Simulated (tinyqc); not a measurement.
Inside a calculation: pi bands of a honeycomb layer in tight binding. Values are carried at full precision from step to step, so a last printed digit may differ when a step is redone from the rounded ones.

Lattice vectors a (1,0) and a (1/2, sqrt3/2); f = exp(i ky a/sqrt3) + 2 cos(kx a/2) exp(-i ky a/(2 sqrt3)), w = |f|. H = [[D - t2 F, -t f], [., -D - t2 F]] with F = w^2 - 3, S = [[1, s0 f], [., 1]]; the levels solve det(H - E S) = 0. K = (4 pi/3a, 0), M = (pi/a, pi/(sqrt3 a)); w = 3, 1, 0 at Gamma, M, K.

Constants: hbar = 6.58211957e-16 eV s.

Inputs chosen for the exercise (of the size used for graphene; the results hold for these values, not for the real material): a = 2.46 angstrom (lattice constant); t = 2.65 eV (nearest hopping); t2 = 0 eV (second-neighbour hopping); s0 = 0 (overlap of neighbours); D = 0 eV (+D on A, -D on B); k = (1.03, 0.42) 1/angstrom (wave vector).

## H and S at one k

Form f, w, F and the two matrices.

f = 1.39935+0.38590i
w = 1.45159
F = -0.89289

H (eV):
```
                 A                B
A                0  -3.7083-1.0226i
B  -3.7083+1.0226i                0
```

S:
```
         A        B
A  1.00000        0
B        0  1.00000
```

## The secular equation

det(H - E S) = 0 reads (e - E)^2 - D^2 - (t + s0 E)^2 w^2 = 0 with e = -t2 (w^2 - 3), that is c2 E^2 + 2 c1 E + c0 = 0 with c2 = 1 - s0^2 w^2, c1 = -(e + t s0 w^2), c0 = e^2 - D^2 - t^2 w^2.

c2, c1, c0: 1.0000  0.0000  -14.7972

levels (eV): -3.8467  3.8467

## Levels at Gamma, M and K

Solve the quadratic (e - E)^2 - D^2 - (t + s0 E)^2 w^2 = 0 with e = -t2 (w^2 - 3), for w = 3, 1, 0.

Levels (eV):
```
point  w    lower   upper  difference
Gamma  3  -7.9500  7.9500     15.9000
M      1  -2.6500  2.6500      5.3000
K      0   0.0000  0.0000      0.0000
```

Measured from the middle of the levels at K (0.000 eV), the upper band reaches 7.950 eV and the lower -7.950 eV at Gamma: mirror images, as neither overlap nor t2 is present. The saddle points at M give the absorption peak at 5.300 eV in this one-electron picture.

## Near K

w = (sqrt3/2) a q to first order in the distance q from K. Effective hopping t* = t + 3 t2 s0, hbar v = (sqrt3/2) a t*, v in m/s = hbar v x 1e-10/hbar.

hbar v = 5.6456 eV angstrom
v = 8.577e+05 m/s

## Checks

- Roots of the quadratic against the generalised eigenproblem: they agree to 1e-10 or better.

Computed by tinyqc, a small Python program: `OMP_NUM_THREADS=1 python tinyqc.py 1450116 1450117 out.jsonl` (the numbers bound the seed that draws the inputs); one thread of a shared host (Intel(R) Xeon(R) Processor @ 2.30GHz), about 0.01 s for the whole set of steps.
